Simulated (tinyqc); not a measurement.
# LED efficiency against current

ABC model of an LED: J = q da (A n + Ba n^2 + Ca n^3), IQE = Ba n^2/(A n + Ba n^2 + Ca n^3), differential lifetime 1/(A + 2 Ba n + 3 Ca n^2).

Values chosen for this exercise:
```
symbol    value    unit                                    meaning
A         3.1e5     1/s     defect coefficient of the active layer
Ba      3.8e-10  cm^3/s  radiative coefficient of the active layer
Ca        3e-29  cm^6/s      Auger coefficient of the active layer
da           20      nm              thickness of the active layer
```

Constants: q = 1.602176634e-19 C. Results are converted to the units shown.

LED efficiency against current:

| J (A/cm^2) | n (cm^-3) | IQE (%) | defect share (%) | Auger share (%) | differential lifetime (ns) |
|---|---|---|---|---|---|
| 0.004 | 5.337e15 | 86.71 | 13.25 | 0.03653 | 228.9 |
| 0.02 | 1.241e16 | 93.75 | 6.163 | 0.09184 | 102.5 |
| 0.07 | 2.355e16 | 96.48 | 3.342 | 0.1794 | 54.77 |
| 0.3 | 4.914e16 | 97.99 | 1.627 | 0.3801 | 26.41 |
| 1 | 8.990e16 | 98.41 | 0.8930 | 0.6984 | 14.42 |
| 5 | 2.007e17 | 98.05 | 0.3986 | 1.553 | 6.393 |
| 20 | 3.987e17 | 96.76 | 0.1980 | 3.045 | 3.149 |
| 90 | 8.324e17 | 93.75 | 0.09188 | 6.161 | 1.438 |
| 400 | 1.701e18 | 88.12 | 0.04225 | 11.84 | 0.6435 |

Read the table: what changes, and by how much?

The IQE goes from 86.7 through a maximum of 98.4 (at J = 1 A/cm^2 among the rows listed) to 88.1 %. The exact peak, Q/(Q + 2) = 98.4 % with Q = Ba/sqrt(A Ca) = 125, lies at n = sqrt(A/Ca) = 1.02e17 cm^-3, J = 1.28 A/cm^2, where the defect and Auger shares are equal. n goes as J^(0.52) at the low end and J^(0.48) at the high end.

tinyqc, about 0.01 s, one thread, Intel Xeon 2.30GHz (shared host): `OMP_NUM_THREADS=1 python tinyqc.py 2300148 2300149 out.jsonl`
